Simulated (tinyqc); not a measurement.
From results back to parameters: free and nearly free electrons in a metal. Four cases, with inputs chosen for the exercise.

Problem. A free-electron metal with 4 atoms in the cubic cell and z electrons an atom has EF = c kF^2/m, (hbar omega_p)^2 = 8 pi c (e^2/(4 pi eps0)) n/m and kF = (3 pi^2 n)^(1/3), c = hbar^2/2m0.

Constants: hbar^2/2m0 = 3.80998211 eV angstrom^2; e^2/(4 pi eps0) = 14.39964547 eV angstrom.

Find: kF; m; z.

Method. (hbar omega_p)^2/EF = (8/(3 pi)) (e^2/(4 pi eps0)) kF gives kF; EF then gives m, and n = kF^3/(3 pi^2) gives z.

Case 1.

Values chosen (out of a larger set: near those of Cu, whose d bands this model ignores; not measured data): a = 3.591 angstrom (fcc lattice constant).

EF = 7.12546 eV
hbar omega_p = 10.91350 eV

Solution.

kF = 1.3676 1/angstrom
m = 1.00 m0
z = 1.00

Case 2.

Values chosen (out of a larger set: near those of Cu, whose d bands this model ignores; not measured data): a = 3.638 angstrom (fcc lattice constant).

EF = 6.94254 eV
hbar omega_p = 10.70270 eV

Solution.

kF = 1.3499 1/angstrom
m = 1.00 m0
z = 1.00

Case 3.

Values chosen (out of a larger set: near those of Co, whose d bands this model ignores; not measured data): a = 3.529 angstrom (fcc lattice constant).

EF = 11.71189 eV
hbar omega_p = 15.84254 eV

Solution.

kF = 1.7533 1/angstrom
m = 1.00 m0
z = 2.00

Case 4.

Values chosen (out of a larger set: near those of Al; not measured data): a = 4.07 angstrom (fcc lattice constant).

EF = 8.67529 eV
hbar omega_p = 13.58409 eV

Solution.

kF = 1.7402 1/angstrom
m = 1.33 m0
z = 3.00

Computed by tinyqc, one run a case: `OMP_NUM_THREADS=1 python tinyqc.py N N+1 out.jsonl` with N = 1680307, 1680308, 1680319, 1680331; one thread of a shared Intel(R) Xeon(R) Processor @ 2.30GHz, about 0.01 s a run at most.
